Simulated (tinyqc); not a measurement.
Hall effect and magnetoresistance of several carrier groups with constant relaxation times: one step, computed by the program tinyqc. Command: `OMP_NUM_THREADS=1 python tinyqc.py 3029533 3029534 out.jsonl hall2 walk`. One thread of a shared host (Intel(R) Xeon(R) Processor @ 2.30GHz), about 0.01 s of CPU time with the checks.

Group 1 has charge -e and group 2 charge -e; s_i is that sign. B lies along z; mu B is formed with mu in m^2/(V s).

Task: Limits of weak and strong field. Weak field: R_H(0) = sum s_i n_i mu_i^2/(e (sum n_i mu_i)^2); MR = c B^2 with c = n1 n2 mu1 mu2 (s1 mu1 - s2 mu2)^2/(n1 mu1 + n2 mu2)^2. Strong field: R_H = 1/(e sum s_i n_i); rho_xx saturates at (n1/mu1 + n2/mu2)/(e (sum s_i n_i)^2).

Inputs (values chosen for the exercise, for a model conductor): density n1 = 9.6e+12 1/cm^2; mobility mu1 = 5100 cm^2/(V s); density n2 = 7e+12 1/cm^2; mobility mu2 = 3300 cm^2/(V s).

Carriers: two electron groups. Densities: per area (a thin layer).

Constants: e = 1.602176634e-19 C.

Give: R_H at weak field; coefficient c; R_H at strong field; saturation MR.

Result:

R_H at weak field = -3.9176e+05 cm^2/C

coefficient c = 0.0070568 1/T^2

R_H at strong field = -3.7599e+05 cm^2/C

saturation MR = 4.6948 %

R_H keeps its sign, and its size changes by a factor 0.960 from weak to strong field.
